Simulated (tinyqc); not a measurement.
MOS capacitor with interface traps: C-V stretch-out, conductance peak and subthreshold swing: one step, computed by the program tinyqc.

Energies at the interface are counted from the valence band. psi > 0 means bending towards depletion, so the surface potential is +psi. Boltzmann statistics, full ionisation, no quantum confinement. Traps are neutral when filled up to E_n, with a sharp (zero-temperature) occupation.

Question. Conductance peak. v = sqrt(3 k_B T/m) with the majority mass; surface density n_s = N exp(-psi/k_B T); tau = 1/(sigma v n_s); for a continuum of levels G_p/omega = C_it ln(1 + omega^2 tau^2)/(2 omega tau), which peaks at omega tau = 1.98, the frequency 1.98/(2 pi tau); potential fluctuations are left out.

Inputs (values chosen for the exercise, modelled on GaAs, with an insulator like SiO2):

| quantity | value | unit |
|---|---|---|
| gap E_g | 1.41 | eV |
| hole mass m_h | 0.55 | m_0 |
| doping N | 7.2e+16 | cm^-3 |
| capture cross-section sigma | 1e-17 | cm^2 |
| band bending towards depletion psi | 0.51 | V |
| temperature T | 300 | K |

Substrate: p-type. Trap spectrum: U-shaped.

k_B T = 0.02585200 eV

C_it = 0.01774712 microF/cm^2

Constants: k_B = 1.380649e-23 J/K; m_0 = 9.1093837015e-31 kg.

Give: v; n_s; trap time constant; peak frequency; peak of G_p/omega.

Answer.

v = 1.575e+07 cm/s

n_s = 1.949e+08 cm^-3

trap time constant = 32.59 s

peak frequency = 0.009670 Hz

peak of G_p/omega = 0.007141 microF/cm^2

Caution: traps deeper than about 24 k_B T and minority carriers reach equilibrium slowly or not at all, so the charges here are limits for very slow sweeps.
